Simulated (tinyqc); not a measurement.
Worked calculation: strain, valley repopulation and piezoresistance in a many-valley conduction band. Computed by tinyqc, a small Python program that keeps every step. Command: `OMP_NUM_THREADS=1 python tinyqc.py 3006706 3006707 out.jsonl valleys walk`. One thread of a shared host (Intel(R) Xeon(R) Processor @ 2.30GHz), about 0.02 s of CPU time with the checks. Intermediate numbers are printed to about 7 digits and carried at full precision; extremes and crossings named in words are read from the listed rows.

Valleys are ellipsoids with mass m_l along the axis a and m_t across it, parabolic, with one constant relaxation time; strain shifts the valleys and leaves the masses alone. Currents are taken along [111], along the load, and along [1-10], across the load.

Inputs (values chosen for the exercise, modelled on germanium):
```
quantity                               value    unit
longitudinal mass m_l                    1.6     m_0
transverse mass m_t                   0.0811     m_0
shear deformation potential Xi_u        16.3      eV
dilation deformation potential Xi_d     -4.5      eV
C11                                      127     GPa
C12                                     47.8     GPa
C44                                     66.5     GPa
stress X (tension positive)             -190     MPa
electron density n                   7.6e+18  1/cm^3
relaxation time tau                      110      fs
temperature T                            250       K
```

Valley axes: <111> (4 valleys). Load: uniaxial [111].

Constants: k_B = 8.617333262e-05 eV/K; m_0 = 9.1093837015e-31 kg; k_B = 1.380649e-23 J/K; hbar = 1.054571817e-34 J s; e = 1.602176634e-19 C.

## Strain

Compliances S11 = (C11 + C12)/((C11 - C12)(C11 + 2 C12)), S12 = -C12/((C11 - C12)(C11 + 2 C12)), S44 = 1/C44; stress sigma_ij = X n_i n_j for the unit vector n of the load; e_xx = S11 sigma_xx + S12 (sigma_yy + sigma_zz), e_xy = S44 sigma_xy/2 (tensor strain).

strain tensor (%):
```
             x            y            z
x  -0.02845163  -0.04761905  -0.04761905
y  -0.04761905  -0.02845163  -0.04761905
z  -0.04761905  -0.04761905  -0.02845163
```

## Valley shifts

Herring-Vogt shift of a valley with unit axis a: dE = Xi_d tr(e) + Xi_u a.e.a.

shifts dE (meV): [111] -16.32046, [-111] 4.37796, [1-11] 4.37796, [11-1] 4.37796

splitting (highest minus lowest) = 20.69841 meV

Lowest: [111]; the splitting is 0.961 k_B T.

## Populations

Each of the 4 valleys holds n_v = N_v (2/sqrt(pi)) F_1/2((E_F - dE_v)/(k_B T)), N_v = 2 (m_d k_B T/(2 pi hbar^2))^(3/2), m_d = (m_l m_t^2)^(1/3); E_F solves sum n_v = n and is counted from the unstrained edge. F_j(eta) = int_0^infinity x^j/(1 + exp(x - eta)) dx, without a gamma-function factor. It is evaluated after integrating by parts. Integrals over x = E/(k_B T) use 160 Gauss-Legendre points in u = sqrt(x) from 0 to sqrt(max(eta, 0) + 32).

Fermi level E_F = 4.755642 meV

share of the electrons: [111] 0.4002860, [-111] 0.1999047, [1-11] 0.1999047, [11-1] 0.1999047

## Mobility tensor and resistance change

Mobility tensor mu = e tau sum_v (n_v/n) [1/m_t + (1/m_l - 1/m_t) a a^T]; unstrained mu_0 = e tau (1/m_l + 2/m_t)/3; resistivity along d from the inverse tensor, rho_d = d.mu^-1.d/(n e), mobility along d = 1/(d.mu^-1.d); gauge pi_d = (rho_d/rho_0 - 1)/X.

mobility tensor (cm^2/(V s)):
```
          x         y         z
x  1630.690  -151.265  -151.265
y  -151.265  1630.690  -151.265
z  -151.265  -151.265  1630.690
```

unstrained mobility mu_0 = 1630.690 cm^2/(V s)

mobility along the first direction = 1328.160 cm^2/(V s)

mobility along the second direction = 1781.955 cm^2/(V s)

resistance change along the first direction = 22.77813 %

resistance change along the second direction = -8.488711 %

The mobility lies between e tau/m_l = 121 and e tau/m_t = 2390; the trace stays at 3 mu_0. Along the first direction the filled valleys present more of their heavy mass.

## Linear piezoresistance coefficients

With eta_0 the reduced Fermi level without strain, r = F_-1/2(eta_0)/(2 F_1/2(eta_0)) (1 for a classical gas) and c = r (Xi_u/k_B T) (m_l - m_t)/(2 m_l + m_t): pi44 = -c S44/3, pi11 = pi12 = 0.

eta_0 = 0.3082715

degeneracy factor r = 0.7495699

pi11 = 0 1e-11/Pa

pi12 = 0 1e-11/Pa

pi44 = -131.5993 1e-11/Pa

Degeneracy lowers the coefficients to 75 % of the classical value.

## Full result against the linear law

Linear theory: pi_l = (pi11 + 2 pi12 + 2 pi44)/3, pi_t = (pi11 + 2 pi12 - pi44)/3.

Resistance changes (%); at 2000 MPa the strain is near or above 1 %, where band warping, left out here, matters:
```
X (MPa)  splitting (meV)  largest share  first direction     linear  second direction     linear
-2000           217.8780      0.9995520         1238.599   175.4658         -31.63083  -87.73289
-1000           108.9390      0.9401859          575.720    87.7329         -29.87401  -43.86644
-400             43.5756      0.5833554           69.928    35.0932         -17.06459  -17.54658
-150             16.3409      0.3665636           16.808    13.1599          -6.71179   -6.57997
-50               5.4470      0.2867567            4.753     4.3866          -2.21841   -2.19332
50                5.4470      0.2614055           -4.053    -4.3866           2.15751    2.19332
150              16.3409      0.2813613          -10.406   -13.1599           6.16518    6.57997
400              43.5756      0.3138224          -19.117   -35.0932          13.40179   17.54658
1000            108.9390      0.3322349          -23.345   -87.7329          17.96264   43.86644
2000            217.8780      0.3333263          -23.582  -175.4658          18.24453   87.73289
```

Along the first direction the linear law holds within 10 % for 2 of the 10 stresses, at -50.0, 50.0 MPa. At the largest compression the full change is +1238.6 % against the linear +175.5 %, at the largest tension -23.6 % against -175.5 %: once the splitting is comparable with k_B T (or E_F) the populations no longer follow it linearly, and the change must saturate when the upper valleys are empty.

Checks made by the program: trace of the tensor against 3 mu_0 (relative difference below 1e-10); linear coefficients against the full calculation at 0.01 MPa (relative difference 1e-05).
